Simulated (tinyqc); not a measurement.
## Charge centroid from charge and shift

Problem. A sheet of N electrons in the storage layer of a charge-trap cell shifts the threshold by U = (q/eps0) N (tb/eb + xc tn/en). Find xc and the distance xc tn from the blocking layer.

Parameters, values chosen for the exercise: storage layer tn = 4.8 nm; its relative permittivity en = 7.3; blocking layer tb = 12.6 nm; its relative permittivity eb = 9.

Constants: q = 1.602176634e-19 C, eps0 = 8.8541878128e-14 F/cm where lengths are in cm. Results are converted to the units shown.

N = 1.1e13 cm^-2
U = 3.2970811 V

Answer. U eps0/(q N) is the electrical distance from the gate; subtract that of the blocking layer.

xc = 0.390
distance = 1.87 nm

Numbers from tinyqc (`OMP_NUM_THREADS=1 python tinyqc.py 2130134 2130135 out.jsonl`; about 0.1 s on one thread of a shared Intel Xeon 2.30GHz).
